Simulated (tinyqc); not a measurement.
## Biaxially strained (001) channel, valley splitting in an inversion layer: effect of the confining field

A thin layer grown on a relaxed buffer is stretched in the plane. The two valleys with their long axis along the growth direction (D2) sink against the four in-plane ones (D4); confinement in a triangular well splits them too. Only the lowest subband of each set is kept; one relaxation time, so the weakening of intervalley scattering is left out.

e_par = b1 x, e_perp = -2 (c12/c11) e_par, splitting D = Xu (e_par - e_perp), in-plane stress (c11 + c12 - 2 c12^2/c11) e_par. Levels E(m) = 2.33811 (hbar^2 q^2 F^2/(2 m))^(1/3): E2 = E(ml), E4 = E(mt) + D; N2 = 2 mt kB T/(pi hbar^2), N4 = 4 sqrt(mt ml) kB T/(pi hbar^2). EF solves Ns = N2 ln(1 + exp((EF - E2)/Vt)) + N4 ln(1 + exp((EF - E4)/Vt)); f2 is the share in D2, and 1/mc = f2/mt + (1 - f2)(1/mt + 1/ml)/2. The gain is mc(x = 0)/mc.

Values chosen for this exercise; values close to those of silicon on relaxed silicon-germanium:
- T = 300 K (temperature)
- x = 0.19 (germanium share of the relaxed buffer)
- b1 = 0.0418 (lattice mismatch per unit x)
- c11 = 164 GPa (elastic constant)
- c12 = 63.9 GPa (elastic constant)
- Xu = 8.91 eV (shear deformation potential)
- ml = 0.923 m0 (longitudinal mass)
- mt = 0.193 m0 (transverse mass)
- Ns = 6.3e11 cm^-2 (inversion density)

Constants: q = 1.602176634e-19 C, kB = 1.380649e-23 J/K, hbar = 1.054571817e-34 J s, m0 = 9.1093837015e-31 kg, Vt = kB T/q, hbar^2/(2 m0) = 0.0380998212 eV nm^2. Results are converted to the units shown.

The same in every row: D (meV) = 125.9.

Effect of the confining field:
```
F (MV/cm)  f2 without strain      f2  mc (m0)   gain
0.1                   0.3775  0.9868   0.1940  1.320
0.3                   0.6339  0.9954   0.1933  1.167
0.5                   0.7977  0.9980   0.1932  1.086
0.7                   0.8903  0.9990   0.1931  1.045
0.9                   0.9400  0.9995   0.1930  1.024
1.1                   0.9666  0.9997   0.1930  1.013
1.3                   0.9810  0.9999   0.1930  1.008
1.5                   0.9889  0.9999   0.1930  1.004
```

What does the comparison show?

As F goes from 0.1 to 1.5 MV/cm, f2 rises from 0.987 to 1.00 (without strain: it rises from 0.378 to 0.989) and the gain falls from 1.32 to 1.00. Strong confinement already empties D4, so strain has less to move.

Program tinyqc, `OMP_NUM_THREADS=1 python tinyqc.py 2530070 2530071 out.jsonl`; Intel Xeon 2.30GHz, shared host, one thread, about 0.01 s.
